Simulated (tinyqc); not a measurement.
Self-consistent Fermi level with native defects, at growth and after a quench: one step, computed by the program tinyqc.

Energies are counted from the top of the valence band (VBM); when the gap shrinks with temperature the conduction band moves and the levels stay. The added dopant is taken as fully ionised. D and A draw on one reservoir with opposite signs, as the two vacancies of a compound do.

Task: Equilibrium at growth. n = N_c F_1/2((E_F - E_g)/k_B T), p = N_v F_1/2(-E_F/k_B T). F_1/2(eta) = (2/sqrt(pi)) int_0^infinity sqrt(x)/(1 + exp(x - eta)) dx, by the trapezoid rule in t = sqrt(x) with step 0.02 up to t = 12 (for eta < -12 by exp(eta) - exp(2 eta)/2^(3/2)). In equilibrium c_q = N_s exp(-(E_f(q, 0) + q E_F)/k_B T). Net charge = p - n + sum q c_q + N_X; the log ratio is ln(positive charge/negative charge). E_F is the root of the log ratio, by 50 bisections between -0.5 eV and E_g + 0.5 eV.

Inputs (values chosen for the exercise, for a model semiconductor): site density N_s = 4.4e+22 cm^-3; dopant density N_X = 7e+18 cm^-3; growth temperature T_g = 1290 K.

Added shallow dopant: donor.

E_g(T_g) = 3.1621 eV

N_c(T_g) = 1.704561e+20 cm^-3

N_v(T_g) = 6.663927e+20 cm^-3

k_B T_g = 0.1111636 eV

E_f(q, E_F = 0) (eV): D(+1) 0.500, D(0) 2.620, A(0) 5.461, A(-1) 5.782, A(-2) 6.596

Give: E_F at growth; n at growth; p at growth; Defects at growth; total D; total A.

Result:

E_F at growth = 2.7335 eV

n at growth = 3.5811e+18 cm^-3

p at growth = 1.3944e+10 cm^-3

Defects at growth:
```
state  E_f (eV)   c (cm^-3)
D(+1)    3.2335  1.0250e+10
D(0)     2.6200  2.5564e+12
A(0)     5.4610  2.0342e+01
A(-1)    3.0485  5.4156e+10
A(-2)    1.1290  1.7094e+18
```

total D = 2.5666e+12 cm^-3

total A = 1.7094e+18 cm^-3

The largest part of the positive charge comes from the dopant (100 %) and that of the negative charge from electrons (51 %).
